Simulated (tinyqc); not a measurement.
Capacitance of parallel on-chip lines from Laplace's equation on a mesh: two steps of the calculation.

Cross-section of an endless row of equal lines between two grounded planes; neighbours are driven in antiphase (+1 V and -1 V), so the plane midway between two lines is at 0 V. By symmetry one quarter is solved: x runs from the centre of a line (column 0, mirror) to that midplane (column 5, 0 V), y from the mid-height of the line (row 0, mirror) to the ground plane (row 3, 0 V). The line fills columns 0 to 2 and rows 0 to 1 at 1 V. Cells beside the line (below row 1) have e2, cells above have e1. Each link between nodes has the conductance g = mean permittivity of the two cells beside it (a cell beyond a mirror counts as 0), and the free nodes obey sum g (V_neighbour - V) = 0.

Inputs (values chosen for the exercise):

| symbol | value | unit | meaning |
|---|---|---|---|
| e1 | 2.4 |  | relative permittivity above and below the lines |
| e2 | 3.9 |  | relative permittivity between the lines |
| om | 1.4 |  | over-relaxation factor |

Constants: eps0 = 8.8541878128e-12 F/m. Results are converted to the units shown.

Task 1. Relaxation sweep. One sweep visits the free nodes row by row from row 0, left to right, and replaces V by V + om (weighted mean of the neighbours - V), using new values at once.

V after sweep 1 (V):
```
           col 0      col 1      col 2      col 3      col 4      col 5
row 0  1.0000000  1.0000000  1.0000000  0.3500000  0.1225000  0.0000000
row 1  1.0000000  1.0000000  1.0000000  0.5016667  0.2286667  0.0000000
row 2  0.3500000  0.4725000  0.5153750  0.3559646  0.2046209  0.0000000
row 3  0.0000000  0.0000000  0.0000000  0.0000000  0.0000000  0.0000000
```

gx:
```
       col 0  col 1  col 2  col 3  col 4
row 0   1.95   1.95   1.95   1.95   1.95
row 1   3.15   3.15   3.15   3.15   3.15
row 2    2.4    2.4    2.4    2.4    2.4
row 3    1.2    1.2    1.2    1.2    1.2
```

gy:
```
       col 0  col 1  col 2  col 3  col 4  col 5
row 0   1.95    3.9    3.9    3.9    3.9   1.95
row 1    1.2    2.4    2.4    2.4    2.4    1.2
row 2    1.2    2.4    2.4    2.4    2.4    1.2
```

Wanted: V after sweep 2.

Result 1.

V after sweep 2 (V):
```
        col 0   col 1   col 2   col 3   col 4   col 5
row 0  1.0000  1.0000  1.0000  0.6040  0.3225  0.0000
row 1  1.0000  1.0000  1.0000  0.5860  0.3080  0.0000
row 2  0.5407  0.5306  0.4542  0.2933  0.1286  0.0000
row 3  0.0000  0.0000  0.0000  0.0000  0.0000  0.0000
```

Task 2. Capacitance per length. C = 4 eps0 sum g (difference of V)^2 over all links (twice the energy of the four quarters, line at 1 V). Plate estimate without fringing: eps0 [2 e1 w/hd + 2 e2 t/(s/2)], w = 4 hx, t = 2 hx, s/2 = 3 hx, hd = 2 hx.

converged V (V):
```
           col 0      col 1      col 2      col 3      col 4      col 5
row 0  1.0000000  1.0000000  1.0000000  0.5916911  0.2708573  0.0000000
row 1  1.0000000  1.0000000  1.0000000  0.5479535  0.2458692  0.0000000
row 2  0.4915406  0.4830811  0.4407839  0.2800546  0.1314809  0.0000000
row 3  0.0000000  0.0000000  0.0000000  0.0000000  0.0000000  0.0000000
```

gx:
```
       col 0  col 1  col 2  col 3  col 4
row 0   1.95   1.95   1.95   1.95   1.95
row 1   3.15   3.15   3.15   3.15   3.15
row 2    2.4    2.4    2.4    2.4    2.4
row 3    1.2    1.2    1.2    1.2    1.2
```

gy:
```
       col 0  col 1  col 2  col 3  col 4  col 5
row 0   1.95    3.9    3.9    3.9    3.9   1.95
row 1    1.2    2.4    2.4    2.4    2.4    1.2
row 2    1.2    2.4    2.4    2.4    2.4    1.2
```

Give: C; plate estimate.

Result 2.

C = 191.7 aF/um
plate estimate = 131.0 aF/um

Numbers from tinyqc (`OMP_NUM_THREADS=1 python tinyqc.py 2790219 2790220 out.jsonl`; about 0.6 s on one thread of a shared Intel Xeon 2.30GHz).
